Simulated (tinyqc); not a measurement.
# Worked calculation: Schottky emission and Poole-Frenkel conduction in an insulator, and how to tell them apart

tinyqc, about 0.01 s, one thread, Intel Xeon 2.30GHz (shared host): `OMP_NUM_THREADS=1 python tinyqc.py 2370153 2370154 out.jsonl` Printed values are rounded.

Schottky emission (electrode-limited): J = As T^2 exp[-(pb - b sqrt(F))/Vt], b = sqrt(q/(4 pi eps0 ei)). Poole-Frenkel emission (bulk-limited): J = s0 F exp[-(pt - 2 b sqrt(F))/Vt]. F in V/cm.

Values chosen for this exercise; dielectric values close to those of silicon nitride:
- T = 300 K (temperature)
- ei = 4.1 (high-frequency relative permittivity)
- es = 7.49 (static relative permittivity)
- pt = 1.03 eV (trap depth)
- s0 = 0.12 S/cm (Poole-Frenkel prefactor)
- pb = 1.03 eV (electrode barrier)
- As = 61 A/(cm^2 K^2) (Richardson constant)
- F = 1.5 MV/cm (field)

Constants: q = 1.602176634e-19 C, kB = 1.380649e-23 J/K, Vt = kB T/q, eps0 = 8.8541878128e-14 F/cm where lengths are in cm. Results are converted to the units shown.

Range of the model: At the field F a Fowler-Nordheim estimate for tunnelling through pb (mass 0.4 m0) gives 7.1e-7 A/cm^2, more than Schottky emission.

## Both currents at one field

Lowerings b sqrt(F) and 2 b sqrt(F); the image-force maximum lies at sqrt(q/(16 pi eps0 ei F)) from the electrode.

Schottky lowering = 229.525 meV
position of the barrier top = 0.765083 nm
Poole-Frenkel lowering = 459.050 meV
J, Schottky = 1.95966e-7 A/cm^2
J, Poole-Frenkel = 4.61028e-5 A/cm^2

Injection and bulk transport act in series, so the smaller capacity limits the current: here the electrode, by a factor of 235.

## Which mechanism made these data

```
point  F (MV/cm)  J (A/cm^2)
0           1.06    8.094e-7
1           1.86     9.13e-6
2           2.65    6.192e-5
3           3.45   0.0003269
4           4.25    0.001436
```

The data come from another sample of the same dielectric, in which one mechanism alone limits the current. Fit straight lines by least squares: ln J on sqrt(F) (Schottky plot, slope b/Vt) and ln(J/F) on sqrt(F) (Poole-Frenkel plot, slope 2 b/Vt), F in V/cm, and read a permittivity from each slope. The right mechanism gives a value near ei, and in any case between ei and es.

slope of the Schottky plot = 0.00724913 (cm/V)^0.5
permittivity read as Schottky = 4.10007
slope of the Poole-Frenkel plot = 0.00590805 (cm/V)^0.5
permittivity read as Poole-Frenkel = 24.6908

Both plots are nearly straight, so straightness decides nothing. Read as Schottky the data give 4.10, which matches ei = 4.1; read as Poole-Frenkel they give 24.7, above even the static value 7.49. The data were made by Schottky emission.
